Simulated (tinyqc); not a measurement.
Inside a calculation. Method: Hueckel theory of the pi electrons, for the molecule C1=CC=CC=CC=C1 (SMILES; centres numbered as the heavy atoms are written). Computed by tinyqc, a small Python program that keeps every step. Settings: charge = 0. Command: `OMP_NUM_THREADS=1 python tinyqc.py 26986 26987 out.jsonl` (the two numbers bound the seeds that draw the settings). One thread of a shared host (Intel(R) Xeon(R) Processor @ 2.60GHz), about 0.01 s of CPU time with the checks.

## The Hueckel matrix

Centres:
```
centre  z_r, pi electrons of the neutral centre         h
1C                                            1  0.000000
2C                                            1  0.000000
3C                                            1  0.000000
4C                                            1  0.000000
5C                                            1  0.000000
6C                                            1  0.000000
7C                                            1  0.000000
8C                                            1  0.000000
```

Bonds:
```
i  j  k
1  2  1
2  3  1
3  4  1
4  5  1
5  6  1
6  7  1
7  8  1
8  1  1
```

H_rr = alpha + h_r beta, H_rs = k_rs beta for bonded centres.

Hueckel matrix in units of beta (H = alpha + beta A), order 1C, 2C, 3C, 4C, 5C, 6C, 7C, 8C:
```
[[0.000000, 1.000000, 0.000000, 0.000000, 0.000000, 0.000000, 0.000000, 1.000000],
 [1.000000, 0.000000, 1.000000, 0.000000, 0.000000, 0.000000, 0.000000, 0.000000],
 [0.000000, 1.000000, 0.000000, 1.000000, 0.000000, 0.000000, 0.000000, 0.000000],
 [0.000000, 0.000000, 1.000000, 0.000000, 1.000000, 0.000000, 0.000000, 0.000000],
 [0.000000, 0.000000, 0.000000, 1.000000, 0.000000, 1.000000, 0.000000, 0.000000],
 [0.000000, 0.000000, 0.000000, 0.000000, 1.000000, 0.000000, 1.000000, 0.000000],
 [0.000000, 0.000000, 0.000000, 0.000000, 0.000000, 1.000000, 0.000000, 1.000000],
 [1.000000, 0.000000, 0.000000, 0.000000, 0.000000, 0.000000, 1.000000, 0.000000]]
```

## Orbitals

pi electrons, sum of z_r less the charge = 8

Diagonalise; E = alpha + x beta with beta < 0, so the largest x are filled first; degenerate levels share their electrons. P = sum n_i c_ri c_si; each orbital has its largest coefficient positive (the first on a tie).

x values: [2.000000, 1.414214, 1.414214, 0.000000, 0.000000, -1.414214, -1.414214, -2.000000]

occupations: [2.000000, 2.000000, 2.000000, 1.000000, 1.000000, 0.000000, 0.000000, 0.000000]

coefficients, order 1C, 2C, 3C, 4C, 5C, 6C, 7C, 8C:
```
[[0.353553, -0.064085, 0.495876, 0.183108, 0.465265, 0.000000, 0.500000, 0.353553],
 [0.353553, 0.305322, 0.395952, 0.465265, -0.183108, -0.353553, -0.353553, -0.353553],
 [0.353553, 0.495876, 0.064085, -0.183108, -0.465265, 0.500000, 0.000000, 0.353553],
 [0.353553, 0.395952, -0.305322, -0.465265, 0.183108, -0.353553, 0.353553, -0.353553],
 [0.353553, 0.064085, -0.495876, 0.183108, 0.465265, 0.000000, -0.500000, 0.353553],
 [0.353553, -0.305322, -0.395952, 0.465265, -0.183108, 0.353553, 0.353553, -0.353553],
 [0.353553, -0.495876, -0.064085, -0.183108, -0.465265, -0.500000, 0.000000, 0.353553],
 [0.353553, -0.395952, 0.305322, -0.465265, 0.183108, 0.353553, -0.353553, -0.353553]]
```

charge and bond-order matrix P, order 1C, 2C, 3C, 4C, 5C, 6C, 7C, 8C:
```
[[1.000000, 0.603553, 0.000000, -0.103553, 0.000000, -0.103553, 0.000000, 0.603553],
 [0.603553, 1.000000, 0.603553, 0.000000, -0.103553, 0.000000, -0.103553, 0.000000],
 [0.000000, 0.603553, 1.000000, 0.603553, 0.000000, -0.103553, 0.000000, -0.103553],
 [-0.103553, 0.000000, 0.603553, 1.000000, 0.603553, 0.000000, -0.103553, 0.000000],
 [0.000000, -0.103553, 0.000000, 0.603553, 1.000000, 0.603553, 0.000000, -0.103553],
 [-0.103553, 0.000000, -0.103553, 0.000000, 0.603553, 1.000000, 0.603553, 0.000000],
 [0.000000, -0.103553, 0.000000, -0.103553, 0.000000, 0.603553, 1.000000, 0.603553],
 [0.603553, 0.000000, -0.103553, 0.000000, -0.103553, 0.000000, 0.603553, 1.000000]]
```

Within a degenerate level the vectors are fixed only up to a rotation; this is one choice.

## Energy, charges, bond orders

E = sum n x; q_r = z_r - P_rr; bond order p = P_rs; free valence = sqrt(3) - sum of p over the bonds of the atom.

pi energy = 8 alpha + this times beta = 9.656854

pi charges: [0.000000, 0.000000, 0.000000, 0.000000, 0.000000, 0.000000, 0.000000, 0.000000]

Bond orders and lengths from R = 1.517 - 0.180 p (angstrom, C-C alone):
```
bond         p         R
1-2   0.603553  1.408360
2-3   0.603553  1.408360
3-4   0.603553  1.408360
4-5   0.603553  1.408360
5-6   0.603553  1.408360
6-7   0.603553  1.408360
7-8   0.603553  1.408360
8-1   0.603553  1.408360
```

free valence of the carbons: [0.524944, 0.524944, 0.524944, 0.524944, 0.524944, 0.524944, 0.524944, 0.524944]

gap between the highest filled and the next level = 1.414214 |beta|
